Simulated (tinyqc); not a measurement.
Gas flow in a process chamber: flow regimes, conductance, effective pumping speed, pump-down, outgassing and purge: one step, computed by the program tinyqc. Command: `OMP_NUM_THREADS=1 python tinyqc.py 3120142 3120143 out.jsonl pump walk`. One thread of a shared host (Intel(R) Xeon(R) Processor @ 2.30GHz), about 0.07 s of CPU time with the checks.

Ideal gas, isothermal flow, a pump of constant speed at the end of a round pipe; process gas, volume gas and outgassing are given the same properties. 1 sccm = 101325 Pa x 1e-6 m^3/60 s x T/273.15 K.

Task: Purging a well-mixed chamber. With steady flow a contaminant decays as exp(-t/residence time); gas used = flow x time.

Inputs (values chosen for the exercise, modelled on nitrogen near room temperature): temperature T = 293 K; process gas flow = 81 sccm.

residence time = 0.6278871 s

Give: time to dilute 1e3 times; time to dilute 1e6 times; gas used for 1e6.

Result:

time to dilute 1e3 times = 4.337 s

time to dilute 1e6 times = 8.675 s

gas used for 1e6 = 11.71 standard cm^3
